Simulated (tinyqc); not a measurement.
What the corrections do to the levels: formation energy of a charged point defect from supercell energies. Computed by tinyqc, a small Python program. Command: `OMP_NUM_THREADS=1 python tinyqc.py 3003871 3003872 out.jsonl formation walk`. One thread of a shared host (Intel(R) Xeon(R) Processor @ 2.30GHz), about 0.01 s of CPU time with the checks.

The host is a compound AB. Making the defect adds n_A = 0, n_B = -1 atoms to the cell. All total energies are inputs. E_F is counted from the valence-band maximum (VBM); x = 0 is A-rich and x = 1 B-rich growth.

Inputs (values chosen for the exercise, with gap and screening modelled on ZnO):

| quantity | value | unit |
|---|---|---|
| gap E_g | 3.41 | eV |
| E_VBM of the host cell | 6.209 | eV |
| potential alignment dV | 0.032 | eV |
| dielectric constant eps | 8.44 | - |
| cell length L | 12.2 | angstrom |
| mu_B of the pure element | -6.028 | eV |
| formation enthalpy dH of AB | -2.06 | eV |
| growth condition x | 0.36 | - |

Defect: vacancy of B. Supercell lattice: bcc.

charge states q: 3  2  1  0

E(defect, q) - E(host), in the order of q (eV): -13.199  -5.388  3.32  10.966

Constants: e^2/(4 pi eps_0) = 14.39964548 eV angstrom.

Method:
- dmu_A = x dH and dmu_B = (1 - x) dH, so that dmu_A + dmu_B = dH; mu = mu(element) + dmu.
- The reservoir term is sum n_i mu_i.
- Image-charge correction of a point charge in a neutralising background: E_corr = q^2 alpha e^2/(4 pi eps_0) / (2 eps L), alpha = 2.888462 for a bcc array with L the cube root of the volume.
- E_f(q, E_F) = [E(defect, q) - E(host)] - sum n_i mu_i + q (E_VBM + dV + E_F) + E_corr(q).
- Levels eps(q/q-1) with the terms q dV and E_corr left out or kept.

E_f(q, 0) (eV): (q=+3) -0.00467, (q=+2) 0.55548, (q=+1) 2.41657, (q=0) 3.61960

E_corr (eV): (q=+3) 1.81773, (q=+2) 0.80788, (q=+1) 0.20197, (q=0) 0.00000

Levels above the VBM (eV):

| level | raw | with alignment | with image charge | with both |
|---|---|---|---|---|
| (+3/+2) | 1.602 | 1.570 | 0.5922 | 0.5602 |
| (+2/+1) | 2.499 | 2.467 | 1.8931 | 1.8611 |
| (+1/0) | 1.437 | 1.405 | 1.2350 | 1.2030 |

Alignment moves every level by -dV = -0.032 eV. The image term moves eps(q/q-1) by (1 - 2q) E_corr(1): (+3/+2) by -1.010, (+2/+1) by -0.606, (+1/0) by -0.202 eV, donor levels down and acceptor levels up. It adds 2 E_corr(1) = 0.404 eV to every U. Caution: the largest image-charge correction in these energies, q^2 alpha e^2/(8 pi eps_0 eps L) with alpha = 2.888462, exceeds a quarter of the gap; the point-charge term alone is then a rough estimate, usually too large for a charge that is spread out. Caution: E_f at E_F = 0 is negative for at least one charge state, so in equilibrium E_F cannot reach the valence-band maximum.

Extremes, crossings and ranges named in words are read from the listed rows.
